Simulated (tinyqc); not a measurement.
# Trap density from one capacitance

Question. Traps spread evenly through the insulator exchange electrons with the semiconductor by tunnelling, with tau(x) = t0 exp(2 ka x) at depth x from the interface. The admittance per area Y seen at depth x obeys dY/dx = -Y^2/(i w eps0 eox) + q Nb ln(1 + i w tau)/tau, with Y(0) = i w Cs and w = 2 pi f; the gate sees Y(tox) = G + i w C. Working variable y = Y/(i w), in uF/cm^2. Cox = eps0 eox/tox. Find Nb and G/w.

Inputs (values chosen for the exercise):
- eox = 19 (relative permittivity of the insulator)
- tox = 11 nm (insulator thickness)
- Cs = 1.1 uF/cm^2 (semiconductor capacitance in accumulation)
- ka = 3.2 1/nm (decay constant of the wave function in the insulator)
- t0 = 4e-11 s (time constant of a trap at the interface)
- f = 100 Hz (frequency)

Constants: q = 1.602176634e-19 C, eps0 = 8.8541878128e-14 F/cm where lengths are in cm. Results are converted to the units shown.

C = 0.73541132 uF/cm^2

Answer. C rises steadily with Nb, so one density matches; in practice ka and t0 must come from the frequency dependence.

Nb = 5.50e18 cm^-3 eV^-1
G/w = 0.00902 uF/cm^2

Computed by the program tinyqc: `OMP_NUM_THREADS=1 python tinyqc.py 2202113 2202114 out.jsonl`, one thread of a shared Intel Xeon 2.30GHz, about 0.6 s for the whole run.
